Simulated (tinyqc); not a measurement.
Bandgap voltage reference from two bipolar transistors: output against temperature.

Two transistors of area 1 and N carry the same current I. Is(T) = Is (T/T0)^eta exp[(Vg0 q/kB)(1/T0 - 1/T)], VBE1 = Vt ln(I/Is(T)) + I rb, VBE2 = Vt ln(I/(N Is(T))) + I rb/N. The amplifier forces I R1(T) = VBE1 - VBE2 + Vos, with R(T) = R (1 + tc (T - T0)) for both resistors, and the output is Vref = VBE1 + I R2(T). Base currents and the Early effect are neglected.

Vt = kB T/q; I = (Vt ln N + Vos)/(R1(T) - rb (1 - 1/N)).

Values chosen for this exercise; values of the order met in silicon bipolar transistors: reference temperature T0 = 298 K; band-gap voltage extrapolated to 0 K Vg0 = 1.149 V; temperature exponent of the saturation current eta = 3.8; saturation current of the unit transistor at T0 Is = 7.4e-16 A; area ratio of the second transistor N = 8; resistor across which the difference of VBE falls, at T0 R1 = 27 kohm; temperature coefficient of both resistors tc = 0 ppm/K; offset of the amplifier Vos = 0 mV; series resistance of the unit transistor rb = 0 ohm; output resistor at T0 R2 = 345.5 kohm.

Constants: q = 1.602176634e-19 C, kB = 1.380649e-23 J/K. Results are converted to the units shown.

Output against temperature:
```
T (K),I (uA),VBE1 (V),I R2 (V),Vref (V),Vref - Vref(T0) (mV),dVref/dT (uV/K)
218,1.447,0.7327,0.4999,1.233,-8.181,141.9
233,1.546,0.7003,0.5343,1.235,-6.174,125.9
253,1.679,0.6567,0.5801,1.237,-3.858,106.0
273,1.812,0.6128,0.6260,1.239,-1.923,87.66
298,1.978,0.5574,0.6833,1.241,0,66.52
323,2.144,0.5015,0.7406,1.242,1.417,47.08
348,2.310,0.4451,0.7980,1.243,2.366,29.09
373,2.476,0.3883,0.8553,1.244,2.882,12.35
398,2.641,0.3311,0.9126,1.244,2.993,-3.302
423,2.807,0.2735,0.9699,1.243,2.724,-18.00
```

What does the comparison show?

VBE1 falls by 2.24 mV/K on average and I R2 rises by 2.29 mV/K. The slope of Vref vanishes at T = 393 K. Between 233 and 398 K Vref spans 9.18 mV, or 44.8 ppm/K by the box method (span over the average over T, over 165 K).

Computed by the program tinyqc: `OMP_NUM_THREADS=1 python tinyqc.py 2062107 2062108 out.jsonl`, one thread of a shared Intel Xeon 2.30GHz, about 0.02 s for the whole run.
